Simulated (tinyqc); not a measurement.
Tunnelling through a thin dielectric with one trap, as a tight-binding chain: one step. Transmission. Two cases, with inputs chosen for the exercise.

Problem. Invert the matrix; T = (2 t sin(ka))^2 |G_1N|^2.

Hopping -t everywhere, t = c/(m a^2), c = hbar^2/2m0; lead sites at 2t (band bottom 0), barrier sites 1 to N at 2t + phi, and site j has U besides. No voltage. Leads give S = -t exp(ika) on sites 1 and N, cos(ka) = 1 - E/(2t). T = (2 t sin(ka))^2 |G_1N|^2, G = (E - H - S)^-1. In the barrier cosh(q a) = 1 + (phi - E)/(2t).

Give: first row of G; T.

Case 1.

E - H - S (eV):
```
                      1          2          3          4          5
1   -3.586657+0.997912i   2.116657   0.000000   0.000000   0.000000
2              2.116657  -5.453313   2.116657   0.000000   0.000000
3              0.000000   2.116657  -5.453313   2.116657   0.000000
4              0.000000   0.000000   2.116657  -5.453313   2.116657
5              0.000000   0.000000   0.000000   2.116657  -5.453313
6              0.000000   0.000000   0.000000   0.000000   2.116657
7              0.000000   0.000000   0.000000   0.000000   0.000000
8              0.000000   0.000000   0.000000   0.000000   0.000000
9              0.000000   0.000000   0.000000   0.000000   0.000000
10             0.000000   0.000000   0.000000   0.000000   0.000000
11             0.000000   0.000000   0.000000   0.000000   0.000000

            6          7          8          9         10
1    0.000000   0.000000   0.000000   0.000000   0.000000
2    0.000000   0.000000   0.000000   0.000000   0.000000
3    0.000000   0.000000   0.000000   0.000000   0.000000
4    0.000000   0.000000   0.000000   0.000000   0.000000
5    2.116657   0.000000   0.000000   0.000000   0.000000
6   -5.453313   2.116657   0.000000   0.000000   0.000000
7    2.116657  -5.453313   2.116657   0.000000   0.000000
8    0.000000   2.116657  -5.453313   2.116657   0.000000
9    0.000000   0.000000   2.116657  -2.013313   2.116657
10   0.000000   0.000000   0.000000   2.116657  -5.453313
11   0.000000   0.000000   0.000000   0.000000   2.116657

                     11
1              0.000000
2              0.000000
3              0.000000
4              0.000000
5              0.000000
6              0.000000
7              0.000000
8              0.000000
9              0.000000
10             2.116657
11  -3.586657+0.997912i
```

t = 2.116657 eV
ka = 0.4909418 rad

Solution.

first row of G (1/eV): [-0.3372-0.1306i, -0.1604-0.06229i, -0.07613-0.02991i, -0.03572-0.01477i, -0.01591-0.008141i, -0.005261-0.006207i, 0.002353-0.007850i, 0.01132-0.01402i, 0.02682-0.02826i, 0.01419-0.01287i, 0.009732-0.004886i]

T = 0.0004723

Without the trap T is 2.89e-07: the trap changes it by a factor 1.64e+03 at this energy.

Case 2.

E - H - S (eV):
$$\begin{pmatrix}
-3.745705+0.638082i & 0.900705 & 0.000000 & 0.000000 & 0.000000 & 0.000000 & 0.000000 \\
0.900705 & -4.381410 & 0.900705 & 0.000000 & 0.000000 & 0.000000 & 0.000000 \\
0.000000 & 0.900705 & -4.381410 & 0.900705 & 0.000000 & 0.000000 & 0.000000 \\
0.000000 & 0.000000 & 0.900705 & -0.381410 & 0.900705 & 0.000000 & 0.000000 \\
0.000000 & 0.000000 & 0.000000 & 0.900705 & -4.381410 & 0.900705 & 0.000000 \\
0.000000 & 0.000000 & 0.000000 & 0.000000 & 0.900705 & -4.381410 & 0.900705 \\
0.000000 & 0.000000 & 0.000000 & 0.000000 & 0.000000 & 0.900705 & -3.745705+0.638082i
\end{pmatrix}$$

t = 0.900705 eV
ka = 0.7872643 rad

Solution.

first row of G (1/eV): [-0.2540-0.04256i, 0.02399+0.002925i, 0.3707+0.05679i, 1.779+0.2733i, 0.3827+0.05895i, 0.08253+0.01344i, 0.01875+0.006426i]

T = 0.0006398

Without the trap T is 1.50e-09: the trap changes it by a factor 4.26e+05 at this energy.

Computed by tinyqc, one run a case: `OMP_NUM_THREADS=1 python tinyqc.py N N+1 out.jsonl` with N = 1480051, 1480407; one thread of a shared Intel(R) Xeon(R) Processor @ 2.30GHz, about 0.1 s a run at most.
